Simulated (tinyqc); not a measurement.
Single-domain magnet: Stoner-Wohlfarth switching, Neel-Arrhenius retention, LLG dynamics and spin torque: one step, computed by the program tinyqc.

The moment is uniform, with unit vector m; z is the easy axis. mu_0 = 1.25663706212e-6 T m/A, gamma = 1.76085963023e11 rad/(s T).

Task: Barrier in a tilted field. Energy over K_eff V: e(theta) = sin^2(theta) + 2 h cos(theta - psi) for m at the angle theta from +z and a field that points at psi from -z (it pulls m away from +z towards negative theta); h_sw = (cos^(2/3) psi + sin^(2/3) psi)^(-3/2). The metastable minimum and the saddle are the two roots of e'(theta) = sin(2 theta) - 2 h sin(theta - psi) on either side of theta_c = -arctan(tan^(1/3) psi).

Inputs (values chosen for the exercise, for a model magnet): temperature T = 450 K; field angle psi from the easy axis = 85 degrees; reversing field h = H/H_K = 0.4.

Shape: prolate spheroid, easy axis along it.

stability factor Delta = 180.7968

Give: switching field h_sw; minimum theta; saddle theta; barrier / (K_eff V); barrier / (k_B T).

Result:

switching field h_sw = 0.76643

minimum theta = -24.478 degrees

saddle theta = -86.674 degrees

barrier / (K_eff V) = 0.30014

barrier / (k_B T) = 54.265

The form (1 - h/h_sw)^n reproduces this barrier with n = 1.631; n is 2 for a field on the axis, and the approach to h_sw has the exponent 3/2 off the axis.
